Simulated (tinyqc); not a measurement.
RKS/exchange-only LDA in the sto-6g basis, for BeH2, spin multiplicity 1, step by step. One step of it, computed by the program tinyqc.

Question. Iteration 2: building the Kohn-Sham matrix. J_ij = sum D_kl (ij|kl); F = H + J + V_xc; E = tr D H + tr D J / 2 + E_xc + E_nn.

D after iteration 1:
```
,1Be 1s,1Be 2s,1Be 2px,1Be 2py,1Be 2pz,2H 1s,3H 1s
1Be 1s,2.052801,-0.241427,0.000000,0.000039,0.000000,-0.078016,-0.077340
1Be 2s,-0.241427,1.104138,0.000000,-0.000427,0.000000,0.142459,0.141005
1Be 2px,0.000000,0.000000,0.000000,0.000000,0.000000,0.000000,0.000000
1Be 2py,0.000039,-0.000427,0.000000,1.119502,0.000000,0.072455,-0.071108
1Be 2pz,0.000000,0.000000,0.000000,0.000000,0.000000,0.000000,0.000000
2H 1s,-0.078016,0.142459,0.000000,0.072455,0.000000,0.775262,0.005737
3H 1s,-0.077340,0.141005,0.000000,-0.071108,0.000000,0.005737,0.777180
```

core Hamiltonian H = T + V (hartree):
```
,1Be 1s,1Be 2s,1Be 2px,1Be 2py,1Be 2pz,2H 1s,3H 1s
1Be 1s,-8.570991,-2.017331,0.000000,-0.000070,0.000000,-0.262837,-0.259869
1Be 2s,-2.017331,-2.690339,0.000000,-0.000484,0.000000,-0.825994,-0.820720
1Be 2px,0.000000,0.000000,-2.196355,0.000000,0.000000,0.000000,0.000000
1Be 2py,-0.000070,-0.000484,0.000000,-2.354585,0.000000,-0.949442,0.944537
1Be 2pz,0.000000,0.000000,0.000000,0.000000,-2.196355,0.000000,0.000000
2H 1s,-0.262837,-0.825994,0.000000,-0.949442,0.000000,-1.876783,-0.034397
3H 1s,-0.259869,-0.820720,0.000000,0.944537,0.000000,-0.034397,-1.873146
```

Two-electron integrals (ij|kl) in chemists' order, unique and non-zero (hartree):
```
i,j,k,l,(ij|kl)
1,1,1,1,2.299996
2,1,1,1,0.361879
2,1,2,1,0.071926
2,2,1,1,0.570332
2,2,2,1,0.139654
2,2,2,2,0.417773
3,1,3,1,0.015252
3,2,3,1,0.022555
3,2,3,2,0.092340
3,3,1,1,0.570332
3,3,2,1,0.139654
3,3,2,2,0.417773
3,3,3,3,0.450117
4,1,4,1,0.015252
4,2,4,1,0.022555
4,2,4,2,0.092340
4,3,4,3,0.024258
4,4,1,1,0.570332
4,4,2,1,0.139654
4,4,2,2,0.417773
4,4,3,3,0.401601
4,4,4,4,0.450117
5,1,5,1,0.015252
5,2,5,1,0.022555
5,2,5,2,0.092340
5,3,5,3,0.024258
5,4,5,4,0.024258
5,5,1,1,0.570332
5,5,2,1,0.139654
5,5,2,2,0.417773
5,5,3,3,0.401601
5,5,4,4,0.401601
5,5,5,5,0.450117
6,1,1,1,0.047551
6,1,2,1,0.009201
6,1,2,2,0.017878
6,1,3,3,0.017730
6,1,4,1,0.000916
6,1,4,2,0.001805
6,1,4,4,0.018174
6,1,5,5,0.017730
6,1,6,1,0.001246
6,2,1,1,0.140540
6,2,2,1,0.035116
6,2,2,2,0.117678
6,2,3,3,0.112962
6,2,4,1,0.004820
6,2,4,2,0.030633
6,2,4,4,0.127110
6,2,5,5,0.112962
6,2,6,1,0.005009
6,2,6,2,0.053791
6,3,3,1,0.003019
6,3,3,2,0.014576
6,3,4,3,0.005008
6,3,6,3,0.004308
6,4,1,1,0.160510
6,4,2,1,0.040538
6,4,2,2,0.141500
6,4,3,3,0.133266
6,4,4,1,0.007697
6,4,4,2,0.047503
6,4,4,4,0.157967
6,4,5,5,0.133266
6,4,6,1,0.006017
6,4,6,2,0.073012
6,4,6,4,0.101375
6,5,5,1,0.003019
6,5,5,2,0.014576
6,5,5,4,0.005008
6,5,6,5,0.004308
6,6,1,1,0.312260
6,6,2,1,0.079430
6,6,2,2,0.298269
6,6,3,3,0.277740
6,6,4,1,0.011578
6,6,4,2,0.097947
6,6,4,4,0.339330
6,6,5,5,0.277740
6,6,6,1,0.011585
6,6,6,2,0.180929
6,6,6,4,0.258838
6,6,6,6,0.774999
7,1,1,1,0.047009
7,1,2,1,0.009097
7,1,2,2,0.017676
7,1,3,3,0.017530
7,1,4,1,-0.000906
7,1,4,2,-0.001785
7,1,4,4,0.017969
7,1,5,5,0.017530
7,1,6,1,0.001113
7,1,6,2,0.004084
7,1,6,4,0.004572
7,1,6,6,0.009202
7,1,7,1,0.001218
7,2,1,1,0.139542
7,2,2,1,0.034869
7,2,2,2,0.116919
7,2,3,3,0.112228
7,2,4,1,-0.004784
7,2,4,2,-0.030449
7,2,4,4,0.126299
7,2,5,5,0.112228
7,2,6,1,0.004102
7,2,6,2,0.025339
7,2,6,4,0.028365
7,2,6,6,0.062014
7,2,7,1,0.004918
7,2,7,2,0.053199
7,3,3,1,0.002990
7,3,3,2,0.014456
7,3,4,3,-0.004971
7,3,6,3,0.001493
7,3,7,3,0.004248
7,4,1,1,-0.159554
7,4,2,1,-0.040298
7,4,2,2,-0.140732
7,4,3,3,-0.132547
7,4,4,1,0.007637
7,4,4,2,0.047216
7,4,4,4,-0.157104
7,4,5,5,-0.132547
7,4,6,1,-0.004598
7,4,6,2,-0.028404
7,4,6,4,-0.031134
7,4,6,6,-0.069481
7,4,7,1,-0.005913
7,4,7,2,-0.072271
7,4,7,4,0.100418
7,5,5,1,0.002990
7,5,5,2,0.014456
7,5,5,4,-0.004971
7,5,6,5,0.001493
7,5,7,5,0.004248
7,6,1,1,0.005703
7,6,2,1,0.001390
7,6,2,2,0.004269
7,6,3,3,0.004182
7,6,4,1,-2.04e-07
7,6,4,2,-1.62e-06
7,6,4,4,0.004443
7,6,5,5,0.004182
7,6,6,1,0.000179
7,6,6,2,0.001299
7,6,6,4,0.001610
7,6,6,6,0.003580
7,6,7,1,0.000177
7,6,7,2,0.001293
7,6,7,4,-0.001604
7,6,7,6,0.000045
7,7,1,1,0.311354
7,7,2,1,0.079202
7,7,2,2,0.297575
7,7,3,3,0.277123
7,7,4,1,-0.011516
7,7,4,2,-0.097614
7,7,4,4,0.338478
7,7,5,5,0.277123
7,7,6,1,0.009282
7,7,6,2,0.062295
7,7,6,4,0.069708
7,7,6,6,0.156235
7,7,7,1,0.011419
7,7,7,2,0.179840
7,7,7,4,-0.257470
7,7,7,6,0.003580
7,7,7,7,0.774999
```

nuclear repulsion = 2.65604696 hartree

V_xc (hartree):
```
,1Be 1s,1Be 2s,1Be 2px,1Be 2py,1Be 2pz,2H 1s,3H 1s
1Be 1s,-1.332963,-0.174094,0.000000,-0.000004,0.000000,-0.024033,-0.023757
1Be 2s,-0.174094,-0.277037,0.000000,-0.000085,0.000000,-0.098657,-0.098024
1Be 2px,0.000000,0.000000,-0.252939,0.000000,0.000000,0.000000,0.000000
1Be 2py,-0.000004,-0.000085,0.000000,-0.325233,0.000000,-0.130015,0.129295
1Be 2pz,0.000000,0.000000,0.000000,0.000000,-0.252939,0.000000,0.000000
2H 1s,-0.024033,-0.098657,0.000000,-0.130015,0.000000,-0.359534,-0.003265
3H 1s,-0.023757,-0.098024,0.000000,0.129295,0.000000,-0.003265,-0.359368
```

E_xc = sum of w rho eps_xc = -2.97438916 hartree

Give: Coulomb J; Kohn-Sham matrix F; total energy of this density.

Answer.

Coulomb J (hartree):
```
,1Be 1s,1Be 2s,1Be 2px,1Be 2py,1Be 2pz,2H 1s,3H 1s
1Be 1s,6.410,1.170,0.000,0.000,0.000,0.153,0.151
1Be 2s,1.170,2.596,0.000,0.000,0.000,0.768,0.763
1Be 2px,0.000,0.000,2.541,0.000,0.000,0.000,0.000
1Be 2py,0.000,0.000,0.000,2.706,0.000,0.944,-0.939
1Be 2pz,0.000,0.000,0.000,0.000,2.541,0.000,0.000
2H 1s,0.153,0.768,0.000,0.944,0.000,2.147,0.027
3H 1s,0.151,0.763,0.000,-0.939,0.000,0.027,2.144
```

Kohn-Sham matrix F (hartree):
```
,1Be 1s,1Be 2s,1Be 2px,1Be 2py,1Be 2pz,2H 1s,3H 1s
1Be 1s,-3.494,-1.021,0.000,0.000,0.000,-0.134,-0.132
1Be 2s,-1.021,-0.371,0.000,0.000,0.000,-0.157,-0.156
1Be 2px,0.000,0.000,0.092,0.000,0.000,0.000,0.000
1Be 2py,0.000,0.000,0.000,0.026,0.000,-0.135,0.135
1Be 2pz,0.000,0.000,0.000,0.000,0.092,0.000,0.000
2H 1s,-0.134,-0.157,0.000,-0.135,0.000,-0.089,-0.010
3H 1s,-0.132,-0.156,0.000,0.135,0.000,-0.010,-0.089
```

total energy of this density = -14.87528 hartree

This density is a damped mixture and is not idempotent.
